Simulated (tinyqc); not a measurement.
Length of a polyene: Hueckel, PPP and singles CI along the polyenes. Computed by the program tinyqc. 

All-trans chains of carbon centres 1.40 angstrom apart:

| parameter | value |
|---|---|
| beta (eV), times 1 +/- alternation | -2.680000 |
| alternation | 0 |
| W (eV) | 11.160000 |
| gamma_rr (eV) | 11.430000 |
| repulsion formula | MN |

Hueckel uses the same beta without repulsion; CIS keeps all single excitations and so misses the low, doubly excited 2Ag state. W is the valence ionisation energy of a centre, MN the Mataga-Nishimoto formula, f the oscillator strength.

Gaps and excitations (eV):

| centres | Hueckel gap | PPP orbital gap | bright singlet (CIS) | f | lowest triplet (CIS) |
|---|---|---|---|---|---|
| 2 | 5.3600 | 10.7738 | 8.3681 | 0.7174 | 2.3519 |
| 4 | 3.3127 | 8.0512 | 5.8032 | 1.2315 | 1.2846 |
| 6 | 2.3854 | 6.6676 | 4.5694 | 1.7786 | 0.8032 |
| 8 | 1.8615 | 5.8197 | 3.8309 | 2.3141 | 0.5361 |
| 10 | 1.5256 | 5.2432 | 3.3330 | 2.8279 | 0.3687 |
| 12 | 1.2922 | 4.8249 | 2.9723 | 3.3170 | 0.2552 |

The Hueckel gap tends to 4 x alternation x |beta| = 0.00 eV for long chains (zero without alternation, falling as 1/N). Exchange opens the PPP orbital gap, and the attraction of electron and hole brings the bright state 1.85 eV below it at 12 centres; the triplet lies 2.72 eV lower still.
